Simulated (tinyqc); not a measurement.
From results back to parameters: electrons shared among three sets of ellipsoidal valleys. Five cases, with inputs chosen for the exercise.

Problem. An ellipsoidal valley with ml > mt has m_d = (ml mt^2)^(1/3) and 1/m_c = (1/ml + 2/mt)/3.

Case 1.

m_d = 0.314061 m0
m_c = 0.216364 m0

Case 2.

m_d = 0.296441 m0
m_c = 0.210851 m0

Case 3.

m_d = 0.323503 m0
m_c = 0.264295 m0

Case 4.

m_d = 0.301864 m0
m_c = 0.213624 m0

Case 5.

m_d = 0.296892 m0
m_c = 0.207532 m0

Find: K = ml/mt; ml; mt.

Solution. m_d/m_c = K^(1/3) (2 + 1/K)/3 rises steadily for K > 1, so it fixes K; then mt = m_d/K^(1/3) and ml = K mt.

Case 1.

K = ml/mt = 8.73
ml = 1.332 m0
mt = 0.1525 m0

Case 2.

K = ml/mt = 7.78
ml = 1.164 m0
mt = 0.1496 m0

Case 3.

K = ml/mt = 4.52
ml = 0.884 m0
mt = 0.1957 m0

Case 4.

K = ml/mt = 7.93
ml = 1.200 m0
mt = 0.1514 m0

Case 5.

K = ml/mt = 8.29
ml = 1.216 m0
mt = 0.1467 m0

Computed by tinyqc, one run a case: `OMP_NUM_THREADS=1 python tinyqc.py N N+1 out.jsonl` with N = 1680131, 1680225, 1680230, 1680276, 1680314; one thread of a shared Intel(R) Xeon(R) Processor @ 2.30GHz, about 0.03 s a run at most.
